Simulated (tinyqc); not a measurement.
MOSFET in saturation, small-signal circuit and noise: effect of the inversion coefficient on speed and noise.

Bias by the inversion coefficient IC = I/Ispec (charge-based model with velocity saturation; weak inversion below 0.1, strong above 10). Common-source circuit: gm, gds, Cgs, Cgd and Cj at the inner nodes, Rg in series with the gate; quasi-static, no source or drain resistance, no gate-body capacitance, no substrate network, no induced gate noise, so fmax is an upper estimate.

Ispec = 2 n mu Cox (W/L) Vt^2, lc = Ls/L, gms = [sqrt((lc IC + 1)^2 + 4 IC) - 1]/[2 + lc (lc IC + 1)], gm = gms Ispec/(n Vt), gds = sg gm. qs = [sqrt(1 + 4 IC) - 1]/2, Cgs = Cox W L qs (2 qs + 3)/(3 (qs + 1)^2) + Cov W, Cgd = Cov W, Cd = Cj W, Rg = Rsh (Wf/L)/(12 Nf) + Rc/W with Nf = W/Wf fingers (not rounded) contacted at both ends. fT = gm/(2 pi (Cgs + Cgd)), fmax = fT/(2 sqrt(Rg (gds + 2 pi fT Cgd))). Channel noise Sid = 4 kB T gam n gm with gam = (1/2 + (2/3) qs)/(1 + qs) + gw lc IC, qs = [sqrt(1 + 4 IC) - 1]/2, lc = Ls/L (the last term an empirical rise with velocity saturation); at the gate, white noise Sw = Sid/gm^2 + 4 kB T Rg. Number fluctuation with correlated mobility: S(f) = K/f, K = q^2 Vt lt Nt/(W L Cox^2) (1 + ac mu Cox I/gm)^2, Vt in eV with Nt per eV. Corner fc = K/Sw. IC is held fixed.

Inputs (values chosen for the exercise): temperature T = 325 K; gate length L = 350 nm; total gate width W = 20 um; gate capacitance Cox = 1.57 uF/cm^2; mobility mu = 390 cm^2/(V s); slope factor n = 1.31; velocity-saturation length Ls = 20 nm; ratio gds/gm sg = 0.0066; overlap and fringe capacitance per side Cov = 0.45 fF/um; drain junction capacitance Cj = 0.88 fF/um; sheet resistance of the gate Rsh = 5 ohm; finger width Wf = 0.5 um; gate contact and vertical resistance Rc = 50 ohm um; short-channel excess of the noise factor gw = 0.07; oxide trap density Nt = 4.5e17 cm^-3 eV^-1; tunnelling length into the oxide lt = 0.1 nm; Coulomb scattering coefficient ac = 10000 V s/C.

Constants: q = 1.602176634e-19 C, kB = 1.380649e-23 J/K, Vt = kB T/q. Results are converted to the units shown.

The same in every row: Rg (ohm) = 2.515.

Effect of the inversion coefficient on speed and noise:
```
IC    I (uA)  fT (GHz)  fmax (GHz)  sqrt(Sw) (nV/Hz^0.5)  fc (MHz)
0.03   2.157    0.4309       27.31                 14.42    0.1367
0.1    7.190     1.057       42.69                 8.220    0.4307
0.3    21.57     1.974       58.10                 5.165     1.152
1      71.90     3.497       76.89                 3.341     3.137
3      215.7     5.857       99.02                 2.388     7.637
10     719.0     10.46       131.9                 1.747     21.05
30      2157     17.69       171.2                 1.397     55.86
```

What does the table show?

As IC goes from 0.03 to 30, fT rises from 0.431 to 17.7 GHz, fmax rises from 27.3 to 171 GHz, the white noise falls from 14.4 to 1.40 nV/Hz^0.5 and the corner rises from 0.137 to 55.9 MHz. In every row fmax exceeds 4 fT, where channel resistance and substrate losses, left out here, would cap it.

tinyqc, about 0.01 s, one thread, Intel Xeon 2.30GHz (shared host): `OMP_NUM_THREADS=1 python tinyqc.py 2150122 2150123 out.jsonl`
